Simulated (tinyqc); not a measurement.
# p-i-n power rectifier, conductivity modulation at high injection: forward voltage and stored charge against the high-level lifetime

A drift layer from x = -d to d (2 d = W) between ideal p+ and n+ emitters (no recombination in them). High injection, n = p, ambipolar diffusion with one lifetime; both mobilities scale as (T/300 K)^(-bt).

Triangular field at breakdown with Ec = Kc N^(1/8): BV = eps0 eps_r Ec^2/(2 q N), so N = (eps0 eps_r Kc^2/(2 q BV))^(4/3); W = 2 BV/Ec; mu = mud (T/300 K)^(-bt); rho = 1/(q mu N); ideal resistance rho W. Da = 2 mun mup Vt/(mun + mup), La = sqrt(Da tau), B = (mun - mup)/(mun + mup) with mun = mud (T/300 K)^(-bt), mup likewise; n(x) = (tau J/(2 q La)) [cosh(x/La)/sinh(d/La) - B sinh(x/La)/cosh(d/La)]. Ohmic drop: integral of J/(q (mun + mup) n); diffusion (Dember) drop Vt B ln(n(-d)/n(d)); both junctions together Vt ln(n(-d) n(d)/ni^2), ni = sqrt(Nc Nv) exp(-Eg/(2 Vt)), Eg in volts; V_F = the sum; stored charge q times the integral of n. Integrals on a fine grid. Peak reverse current if all stored charge left in a linear ramp without recombination (an upper bound): sqrt(2 a Q). Rows where n falls below the doping are left out.

Parameters, values chosen for the exercise; bulk values close to those of silicon:
- T = 450 K (temperature)
- eps_r = 11.8 (relative permittivity)
- Kc = 4110 V/cm per (cm^-3)^(1/8) (critical-field constant)
- BV = 240 V (rated breakdown voltage of the drift layer)
- mud = 1220 cm^2/(V s) (drift mobility at 300 K)
- bt = 2 (temperature exponent of the drift mobility)
- mup = 422 cm^2/(V s) (hole mobility at 300 K)
- Eg = 1.16 eV (band gap)
- Nc = 5.14e19 cm^-3 (conduction-band density of states at T)
- Nv = 4.87e19 cm^-3 (valence-band density of states at T)
- J = 200 A/cm^2 (forward current density)
- a = 800 A/(cm^2 us) (ramp rate of the current at turn-off)

Constants: q = 1.602176634e-19 C, kB = 1.380649e-23 J/K, Vt = kB T/q, eps0 = 8.8541878128e-14 F/cm where lengths are in cm. Results are converted to the units shown.

The same in every row: J rho W (V) = 2.446.

Result of one run:
```
d/La    drift drop, ohmic and diffusion (V)  junction drops (V)  V_F (V)  Q (uC/cm^2)  sqrt(2 a Q) (A/cm^2)  lowest n over N
0.9426                              0.06497              0.6382   0.7032        11.60                 136.2            27.92
```

Which high-level lifetime tau gave this result: 2.8e-8, 5.8e-8, 5.3e-7, 2.3e-6 or 4.8e-6 s?

tau = 5.8e-8 s.

The whole series:
columns A: tau (s); B: d/La; C: drift drop, ohmic and diffusion (V); D: junction drops (V); E: V_F (V); F: Q (uC/cm^2); G: sqrt(2 a Q) (A/cm^2); H: lowest n over N
```
A            B         C       D       E      F      G      H
1.3e-8   1.991    0.3232  0.5534  0.8766  2.600  64.50  3.789
2.8e-8   1.357    0.1362  0.5935  0.7297  5.600  94.66  11.29
5.8e-8  0.9426   0.06497  0.6382  0.7032  11.60  136.2  27.92
1.2e-7  0.6553   0.03188  0.6873  0.7192  24.00  196.0  63.91
2.5e-7  0.4540   0.01557  0.7400  0.7555  50.00  282.8  140.7
5.3e-7  0.3118  0.007438  0.7958  0.8033  106.0  411.8  307.1
1.1e-6  0.2164  0.003608  0.8513  0.8549  220.0  593.3  646.2
2.3e-6  0.1497  0.001732  0.9079  0.9096  460.0  857.9   1360
4.8e-6  0.1036  8.313e-4  0.9646  0.9655  960.0   1239   2848
```

V_F goes from 0.877 through a minimum of 0.703 (at tau = 5.8e-8 among the rows listed) to 0.965 V; the drift drop falls from 0.323 to 8.31e-4 V and the junction drops rise from 0.553 to 0.965 V. The minimum falls at d/La = 0.94: a short lifetime starves the middle of the layer, a long one raises the edge densities and with them the junction drops. Where n exceeds a few 1e17 cm^-3, emitter and Auger recombination, left out here, lower n and change V_F.

Program tinyqc, `OMP_NUM_THREADS=1 python tinyqc.py 2230006 2230007 out.jsonl`; Intel Xeon 2.30GHz, shared host, one thread, about 0.01 s.
